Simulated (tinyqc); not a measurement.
What moves the results: Slater-Koster d bands of a bcc metal. A value that a table varies takes the place of the one given here.

Slater-Koster d bands. For a bond with direction cosines (l, m, n) the 5 x 5 block is dds Ps + ddp Pp + ddd (1 - Ps - Pp), the projectors on sigma, pi and delta states about the bond; for instance <xy|xy> = 3 l^2 m^2 dds + (l^2 + m^2 - 4 l^2 m^2) ddp + (n^2 + l^2 m^2) ddd, <xy|yz> = 3 l m^2 n dds + l n (1 - 4 m^2) ddp + l n (m^2 - 1) ddd and <3z2-r2|3z2-r2> = (n^2 - (l^2 + m^2)/2)^2 dds + 3 n^2 (l^2 + m^2) ddp + (3/4)(l^2 + m^2)^2 ddd. H(k) sums the blocks times cos(k.R) over the neighbours; the d level is the zero of energy; k in 2 pi/a.

Neighbours: eight at (a/2)(1,1,1) and equivalents, and six at a(1,0,0) and equivalents with the integrals times f2.

Mesh: k = f1 b1 + f2 b2 + f3 b3 with fractions (j + 1/2)/N, j = 0 to N - 1, and b = (-1,1,1), (1,-1,1), (1,1,-1) for fcc, (0,1,1), (1,0,1), (1,1,0) for bcc, unit vectors for simple cubic. The lowest Nd/10 of all levels are filled with two electrons each; the bond energy is their sum per atom.

Parameters, chosen for this exercise (of the size met in Mo; the results hold for these values, not for the real material):

| symbol | value | unit | meaning |
|---|---|---|---|
| dds | -1.413 | eV | dd sigma |
| ddp | 0.707 | eV | dd pi |
| ddd | -0.155 | eV | dd delta |
| f2 | 0.487 |  | factor on all three integrals for second neighbours |
| N | 8 |  | mesh |

## Band filling: full bands against the rectangular model

W = sqrt(12 mu2) with mu2 the mean square level on the mesh; rectangular model: Fermi level W (Nd/10 - 1/2), bond energy -W Nd (10 - Nd)/20. The Fermi level of the mesh is the highest filled level.

Per atom (eV):

| Nd | EF, bands | bond energy, bands | EF, rectangle | bond energy, rectangle |
|---|---|---|---|---|
| 1 | -3.201 | -3.649 | -3.319 | -3.734 |
| 2 | -2.672 | -6.566 | -2.489 | -6.638 |
| 3 | -2.121 | -8.964 | -1.659 | -8.712 |
| 4 | -0.748 | -10.570 | -0.830 | -9.957 |
| 5 | 0.838 | -10.540 | 0.000 | -10.372 |
| 6 | 1.293 | -9.474 | 0.830 | -9.957 |
| 7 | 1.653 | -7.974 | 1.659 | -8.712 |
| 8 | 2.062 | -6.173 | 2.489 | -6.638 |
| 9 | 3.098 | -3.697 | 3.319 | -3.734 |

W = 8.297 eV
full width on the mesh = 9.448 eV

What can be read from the table?

The bond energy is deepest at Nd = 4 (-10.570 eV); the rectangle has its minimum at 5. The two differ most at Nd = 7, by 0.738 eV or 7 % of the deepest value: the second moment fixes the parabola, and higher moments the rest. At Nd = 3 and 7 the bands give -8.964 and -7.974 eV, a skew towards less than half filling.

## Which lattice a d-band metal prefers

fcc has twelve neighbours, bcc eight and six (the six times f2), simple cubic six. The integrals of bcc and sc are scaled so that all three have the second moment of fcc, which stands for equal repulsion (structural energy difference theorem). s and p electrons are left out.

Bond energy per atom:

| Nd | fcc (eV) | bcc - fcc (meV) | sc - fcc (meV) |
|---|---|---|---|
| 1 | -4.384 | 267 | -255 |
| 2 | -7.486 | 77 | -134 |
| 3 | -9.824 | -292 | 206 |
| 4 | -11.404 | -525 | 755 |
| 5 | -11.898 | 4 | 997 |
| 6 | -11.236 | 545 | 587 |
| 7 | -9.552 | 553 | -66 |
| 8 | -7.133 | 167 | -487 |
| 9 | -3.917 | -255 | -723 |

scale factors: bcc 1.1285, sc 1.4142

mu3/mu2^1.5: fcc -0.126, bcc -0.120, sc 0.000

mu4/mu2^2: fcc 1.810, bcc 1.721, sc 2.490

largest change of a difference when N is raised to 14 = 68 meV

What does this show, and why?

fcc is lowest for Nd = 5 and 6. bcc is lowest for Nd = 3 and 4. sc is lowest for Nd = 1, 2, 7, 8 and 9. bcc gains most on fcc at Nd = 4 (-525 meV). A small fourth moment marks a two-peaked band, which tends to favour fillings near one half; bcc has -5 % against fcc, and at Nd = 5 it lies +4 meV from fcc, which the fourth moment alone does not explain (differences of a few tens of meV are within the error of the mesh; hcp is left out, and this d-only model can miss the lattice of the real metal). The third moments, from three-membered rings, skew the bands. That simple cubic wins anywhere comes from keeping d bands and equal second moments alone; no transition metal takes it. Differences below about 68 meV are within the error of this mesh, and the s and p electrons left out weigh most where the d band is nearly empty or full.

## What each integral does

Levels at Gamma, E(t2g) = (8/3) dds + (16/9) ddp + (32/9) ddd + f2 (4 ddp + 2 ddd), E(eg) = (16/3) ddp + (8/3) ddd + f2 (3 dds + 3 ddd), and W = sqrt(12 mu2), the width of a rectangular band with the same second moment mu2 = z (dds^2 + 2 ddp^2 + 2 ddd^2)/5, z = 8 + 6 f2^2. Each row changes one parameter from the base and keeps the others.

Results:

| case | t2g (eV) | eg (eV) | W (eV) |
|---|---|---|---|
| base | -1.8360 | 1.0665 | 8.2975 |
| dds = -1.6249 eV | -2.4010 | 0.7569 | 9.1327 |
| ddp = 0.813 eV | -1.4410 | 1.6318 | 8.7256 |
| ddd = -0.1782 eV | -1.9410 | 0.9707 | 8.3185 |
| f2 = 0.56 | -1.6521 | 0.7231 | 8.4970 |

How do the results move?

The largest shifts from the base row, up to three for each result and ties (the steps differ in size, so this ranks the rows, not the parameters). t2g (eV): dds -0.5651, ddp +0.3949, f2 +0.1838. eg (eV): ddp +0.5653, f2 -0.3434, dds -0.3096. W (eV): dds +0.8352, ddp +0.4281, f2 +0.1995. The ratio of the shifts of t2g and eg names the integral: it is the ratio of the coefficients in the two formulas.

Program tinyqc; command `OMP_NUM_THREADS=1 python tinyqc.py 1481921 1481922 out.jsonl`; about 0.03 s on one thread of a shared Intel(R) Xeon(R) Processor @ 2.30GHz.
